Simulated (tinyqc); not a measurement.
Composition and strain of an epitaxial Si(1-x)Ge(x) layer from Raman and X-ray peaks. Which input was changed? Computed by tinyqc, a small Python program. Command: `OMP_NUM_THREADS=1 python tinyqc.py 3008425 3008426 out.jsonl epiraman which`. One thread of a shared host (Intel(R) Xeon(R) Processor @ 2.30GHz), about 0.03 s of CPU time with the checks.

A (001) layer, biaxially strained in the plane. The Raman peaks follow empirical lines omega = w0 + c1 x + c3 x^3 + b eps (c3 for Si-Ge alone), with eps the in-plane strain.

Inputs (values chosen for the exercise, modelled on silicon-germanium): Ge fraction x = 0.82; degree of relaxation R = 0; lattice constant of Si = 5.431 angstrom; lattice constant of Ge = 5.658 angstrom; bowing B = 0.029 angstrom; 2 C12/C11 of Si = 0.777; 2 C12/C11 of Ge = 0.754; Si-Si: w0 = 520.6 1/cm; Si-Si: c1 = -64.3 1/cm; Si-Si: strain coefficient b = -728 1/cm; Si-Ge: w0 = 400.3 1/cm; Si-Ge: c1 = 25.5 1/cm; Si-Ge: c3 = -32.6 1/cm; Si-Ge: strain coefficient b = -567 1/cm; Ge-Ge: w0 = 280.4 1/cm; Ge-Ge: c1 = 19.8 1/cm; Ge-Ge: strain coefficient b = -476 1/cm; X-ray wavelength = 1.540598 angstrom.

Substrate: germanium.

Method:
- Relaxed lattice constant a(x) = a_Si + (a_Ge - a_Si) x - B x (1 - x).
- In-plane constant a_par = a_sub + R (a(x) - a_sub); eps = a_par/a(x) - 1; eps_perp = -(2 C12/C11) eps with 2 C12/C11 linear in x; a_perp = a(x) (1 + eps_perp).
- Insert x and eps in the three lines; the strain part is b eps.
- Bragg angle theta = arcsin(2 lambda/a) for (004), for the substrate with a_sub and the layer with a_perp; separation in arc seconds.

Question. One of these inputs alone was changed, within the range given: Ge fraction x (0.41 to 0.97); bowing B (0.0145 to 0.058); Si-Si: c1 (-128.6 to -32.15); 2 C12/C11 of Si (0.3885 to 1.554). Which one, and to what value?

Results:
```
run     separation, layer less substrate (arcsec)  in-plane strain eps (per mille)  Si-Si peak (1/cm)
before                                   1911.055                          8.04232           462.0192
after                                    2684.344                         11.24410           464.3822
```

Answer.

Each candidate set to reproduce separation, layer less substrate, and what it then gives:
```
candidate              range searched  value needed  in-plane strain eps (per mille)  Si-Si peak (1/cm)
Ge fraction x            0.41 to 0.97        0.7470                           11.244             464.38
bowing B (angstrom)   0.0145 to 0.058  out of reach                                -                  -
Si-Si: c1 (1/cm)     -128.6 to -32.15     no effect                                -                  -
2 C12/C11 of Si       0.3885 to 1.554  out of reach                                -                  -
```

Only Ge fraction x fits every result: it went from 0.82 to 0.747. No other candidate reaches the first result within its range.

Caution: near either end one of the like-atom peaks is weak, since its intensity follows the number of such bonds.
